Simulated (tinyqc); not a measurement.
How errors in the targets pass to the parameters: fitting sp3s* parameters to three gaps by Newton steps.

J:
```
            Vss      Exa      Exc
Gamma  -0.92826  0.00000  0.00000
X       0.00000  0.32613  0.00000
L      -0.24105  0.10845  0.04893
```

The gaps at Gamma, X and L of an sp3s* model are fitted with Vss, Exa and Exc; J holds the derivatives of the gaps by these parameters at the start. The change of each parameter for +10 meV on one target is 10 J^-1, in meV.

Shifts (meV):

| target raised | Vss | Exa | Exc |
|---|---|---|---|
| Gamma | -10.8 | 0.0 | -53.1 |
| X | 0.0 | 30.7 | -68.0 |
| L | 0.0 | 0.0 | 204.4 |

root sum of squares (meV): Vss 10.8, Exa 30.7, Exc 221.8

What can be read from this table?

Independent errors of 10 meV leave Exc least certain (222 meV) and Vss best fixed (10.8 meV). The largest single entry, 204 meV, comes from the target at L.

Computed by tinyqc, a small Python program: `OMP_NUM_THREADS=1 python tinyqc.py 1480814 1480815 out.jsonl` (the numbers bound the seed that draws the inputs); one thread of a shared host (Intel(R) Xeon(R) Processor @ 2.30GHz), about 0.2 s for the whole set of steps.
